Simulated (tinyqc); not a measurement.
On-chip interconnect, size-dependent resistivity and RC delay: delay against the liner thickness.

A rectangular line between two neighbours and two ground planes. Surface and grain-boundary scattering are added to the bulk resistivity as corrections; capacitances are parallel-plate values without fringing; inductance is ignored.

Metal width x = wd - 2 tl, height y = AR wd - tl; grain boundaries (Mayadas-Shatzkes): al = (lam/(gr x)) Rg/(1 - Rg), g = 1/[1 - 3 al/2 + 3 al^2 - 3 al^3 ln(1 + 1/al)] - 1; surfaces (Fuchs-Sondheimer, thick limit): s = (3/8) lam (1 - ps)(1/x + 1/y); rho = rho0 (1 + g + s); r = rho/(x y); c = eps0 ek (2 wd/hd + 2 Mf AR wd/sp). Elmore delay tE = Rd (c Lw + Cl) + r Lw (c Lw/2 + Cl); t50 is the time at which the far end of a ladder of 30 pi sections (half capacitances at both ends, Cl at the far end, a step applied through Rd) reaches half the step; line share r Lw/(Rd + r Lw); estimate 0.69 Rd (c Lw + Cl) + 0.38 r c Lw^2 + 0.69 r Lw Cl.

Values chosen for this exercise; metal values close to those of copper:
```
symbol  value     unit                                          meaning
rho0     1.72  uohm cm                                 bulk resistivity
lam      39.2       nm                              bulk mean free path
ps        0.4                      specular share of surface scattering
Rg       0.21                reflection coefficient of grain boundaries
gr        0.7                           grain size over the metal width
wd         10       nm                                 drawn line width
AR        2.5                           aspect ratio, height over width
sp         10       nm                  space to the neighbouring lines
hd         14       nm  dielectric height to the planes above and below
ek        4.2                   relative permittivity of the dielectric
Mf          2                           Miller factor of the neighbours
Lw         34       um                                      line length
Rd       3800      ohm                                driver resistance
Cl       0.67       fF                                 load capacitance
```

Constants: eps0 = 8.8541878128e-12 F/m. Results are converted to the units shown.

The same in every row: c (fF/um) = 0.4250.

Results:
```
tl (nm)  rho (uohm cm)  r (ohm/um)  tE (ps)  t50 (ps)  estimate (ps)  line share of the resistance (%)
0                7.343       293.7    136.3     101.5          99.10                             72.44
0.9              8.452       427.7    172.3     129.1          126.2                             79.28
1.3              9.115       519.7    197.0     148.0          144.8                             82.30
1.8              10.17       685.1    241.4     181.8          178.3                             85.97
2.2              11.29       884.0    294.7     222.4          218.6                             88.78
2.7              13.22        1289    403.4     304.8          300.5                             92.02
3.1              15.49        1861    557.1     421.4          416.4                             94.34
```

Estimate the missing row, tl = 0.4 nm.

Computed row:
```
tl (nm)  rho (uohm cm)  r (ohm/um)  tE (ps)  t50 (ps)  estimate (ps)  line share of the resistance (%)
0.4              7.784       343.9    149.8     111.8          109.3                             75.47
```

With this row back in the table: As tl goes from 0 to 3.1, r rises from 294 to 1860 ohm/um, c stays at 0.425 fF/um and t50 rises from 101 to 421 ps. t50/tE lies between 0.744 and 0.756, and the estimate is within 2.3 % of t50.

Range of the model: The metal width is under the mean free path, where the thick-limit surface term and the simple sum of corrections lose accuracy.

Program tinyqc, `OMP_NUM_THREADS=1 python tinyqc.py 2100121 2100122 out.jsonl`; Intel Xeon 2.30GHz, shared host, one thread, about 0.01 s.
